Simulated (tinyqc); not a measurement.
Electron-beam lithography: double-Gaussian proximity function, edge placement and dose correction for parallel lines: one step, computed by the program tinyqc.

Lines are infinitely long. Absorbed energy is counted so that the middle of a very large area written at dose 1 receives 1; the resist develops where it exceeds 1/2.

Question. Interaction matrix. f(r) = [exp(-r^2/alpha^2)/alpha^2 + eta exp(-r^2/beta^2)/beta^2]/(pi (1 + eta)). A line from a to b at dose d gives E(x) = d [S(alpha) + eta S(beta)]/(1 + eta), S(s) = [erf((b - x)/s) - erf((a - x)/s)]/2. M_ij is the mean of E at the two edges of line i from line j at dose 1.

Inputs (values chosen for the exercise, of the order of those for 20 keV electrons in resist on silicon): forward range alpha = 0.008 micrometre; backscatter range beta = 2.1 micrometre; backscatter ratio eta = 1.

Lines (micrometre):
```
line  left edge  right edge  centre
1         0.000       0.046  0.0230
2         0.176       0.221  0.1985
3         0.481       0.545  0.5130
4         0.605       2.405  1.5050
```

Give: M.

Answer.

M, rows 1, 2, 3, 4:
$$\begin{pmatrix}
0.2562 & 0.0060 & 0.0081 & 0.1466 \\
0.0061 & 0.2560 & 0.0084 & 0.1617 \\
0.0059 & 0.0059 & 0.2586 & 0.1870 \\
0.0037 & 0.0039 & 0.0062 & 0.4436
\end{pmatrix}$$
